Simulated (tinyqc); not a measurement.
Inside a calculation. Model: composition and strain of an epitaxial Si(1-x)Ge(x) layer from Raman and X-ray peaks. Computed by tinyqc, a small Python program that keeps every step. Command: `OMP_NUM_THREADS=1 python tinyqc.py 3009871 3009872 out.jsonl epiraman walk`. One thread of a shared host (Intel(R) Xeon(R) Processor @ 2.30GHz), about 0.01 s of CPU time with the checks. Intermediate numbers are printed to about 6 digits and carried at full precision; extremes and crossings named in words are read from the listed rows.

A (001) layer, biaxially strained in the plane. The Raman peaks follow empirical lines omega = w0 + c1 x + c3 x^3 + b eps (c3 for Si-Ge alone), with eps the in-plane strain.

Inputs (values chosen for the exercise, modelled on silicon-germanium):
```
quantity,value,unit
Ge fraction x,0.17,-
degree of relaxation R,0,-
lattice constant of Si,5.431,angstrom
lattice constant of Ge,5.658,angstrom
bowing B,0.027,angstrom
2 C12/C11 of Si,0.778,-
2 C12/C11 of Ge,0.753,-
Si-Si: w0,520.7,1/cm
Si-Si: c1,-69.4,1/cm
Si-Si: strain coefficient b,-712,1/cm
Si-Ge: w0,400.4,1/cm
Si-Ge: c1,24.9,1/cm
Si-Ge: c3,-31.2,1/cm
Si-Ge: strain coefficient b,-553,1/cm
Ge-Ge: w0,280.5,1/cm
Ge-Ge: c1,20.3,1/cm
Ge-Ge: strain coefficient b,-420,1/cm
uncertainty of a Raman peak,0.3,1/cm
X-ray wavelength,1.540598,angstrom
```

Substrate: germanium. Pair of peaks used: Si-Si and Si-Ge.

## Lattice constants and strain

Relaxed lattice constant a(x) = a_Si + (a_Ge - a_Si) x - B x (1 - x). In-plane constant a_par = a_sub + R (a(x) - a_sub); eps = a_par/a(x) - 1; eps_perp = -(2 C12/C11) eps with 2 C12/C11 linear in x; a_perp = a(x) (1 + eps_perp).

relaxed constant a(x) = 5.46578 angstrom

substrate constant a_sub = 5.658 angstrom

a_par = 5.658 angstrom

in-plane strain eps = 35.1678 per mille

strain along the normal = -27.2111 per mille

a_perp = 5.31705 angstrom

The layer is under tension in the plane and is shortened along the normal. Caution: strains above 2 % survive only in layers a few nanometres thick, and the linear relations lose accuracy.

## Raman peaks

Insert x and eps in the three lines; the strain part is b eps.

Si-Si peak = 483.862 1/cm

Si-Ge peak = 385.032 1/cm

Ge-Ge peak = 269.181 1/cm

strain parts (1/cm): Si-Si -25.0395, Si-Ge -19.4478, Ge-Ge -14.7705

Read as unstrained, the Si-Si peak would give x = 0.531 in place of 0.17. Caution: near either end one of the like-atom peaks is weak, since its intensity follows the number of such bonds.

## X-ray (004) reflection

Bragg angle theta = arcsin(2 lambda/a) for (004), for the substrate with a_sub and the layer with a_perp; separation in arc seconds.

theta of the substrate = 32.9955 degree

theta of the layer = 35.4149 degree

separation, layer less substrate = 8709.88 arcsec

## Back from two peaks to composition and strain

Unknowns x and eps (per mille). Newton steps: J d = (measured - model), J = [d omega/dx, d omega/d eps] for the two peaks; start at x = 0.5, eps = 0; stop when |d| < 1e-9. The peaks are rounded to 0.001 per cm; R = (a(x)(1 + eps) - a_sub)/(a(x) - a_sub).

peaks used (1/cm): Si-Si 483.862, Si-Ge 385.032

Iterations:
```
step,x,eps (per mille),residual 1 (1/cm),residual 2 (1/cm)
0,0.500000,0.0000,-2.138,-2.39180e+01
1,0.098255,42.1616,0.000,5.53042e+00
2,0.169251,35.2416,0.000,5.75191e-02
3,0.170006,35.1679,0.000,9.05880e-06
4,0.170006,35.1679,0.000,0
```

recovered x = 0.170006

recovered eps = 35.1679 per mille

recovered R = 0

## Which pair of peaks is best

For each pair invert J = [d omega/dx, d omega/d eps] at the true x. Independent errors of the given size in both peaks give sigma_x and sigma_eps = uncertainty x (norm of the rows of the inverse of J).

Error propagation:
```
pair,det J,sigma_x,sigma_eps (per mille)
Si-Si and Si-Ge,54.1810,0.00499176,0.403441
Si-Si and Ge-Ge,43.6016,0.00568772,0.497514
Si-Ge and Ge-Ge,1.90402,0.109413,4.73919
```

The pair Si-Si and Si-Ge fixes x best (sigma_x = 0.0050) and Si-Ge and Ge-Ge worst (0.11), a factor 22. Strain moves all peaks the same way, so a good pair needs different ratios of composition slope to strain coefficient, best of opposite sign; the slopes here are -69.4, 22.2 and 20.3 per cm for Si-Si, Si-Ge and Ge-Ge. Errors in the coefficients themselves are not counted.

## Relaxation at fixed composition

(004) Bragg angle theta = arcsin(2 lambda/a), with a = a_perp for the layer and a_sub for the substrate; separation = layer less substrate. The apparent x is the one that a fully strained layer (R = 0) would need to give the same a_perp.

Signatures:
```
R,eps (per mille),Si-Si (1/cm),Ge-Ge (1/cm),a_perp (angstrom),(004) separation (arcsec),apparent x if R = 0 is assumed
0.00,35.1678,483.862,269.181,5.31705,8709.88,0.170000
0.15,29.8927,487.618,271.396,5.33936,8097.71,0.228965
0.30,24.6175,491.374,273.612,5.36167,7491.90,0.287163
0.50,17.5839,496.382,276.566,5.39142,6693.87,0.363622
0.70,10.5504,501.390,279.520,5.42116,5906.69,0.438841
0.85,5.2752,505.146,281.735,5.44347,5323.30,0.494479
1.00,0.0000,508.902,283.951,5.46578,4745.79,0.549480
```

Full relaxation moves the Si-Si peak by +25.04 per cm and shrinks the X-ray separation to 54 % of its strained value, about 1/(1 + 2 C12/C11). A symmetric reflection alone cannot part x from R: a relaxed layer read as strained gives x = 0.549 in place of 0.17. An asymmetric reflection or a second peak is needed.

Checks made by the program: recovered composition (relative difference 4e-05).
